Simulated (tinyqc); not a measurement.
Worked calculation: RHF in the sto-3g basis, for H3+, spin multiplicity 1. One step of it, computed by the program tinyqc.

Task: Iteration 2: DIIS coefficients. Solve [B -1; -1 0][c; lambda] = [0; -1] for the coefficients, which sum to one.

B (overlaps of the stored error matrices):
```
,1,2
1,7.7434724e-05,1.1035904e-05
2,1.1035904e-05,1.5728238e-06
```

Give: DIIS coefficients.

Result:

DIIS coefficients: -0.1662  1.1662
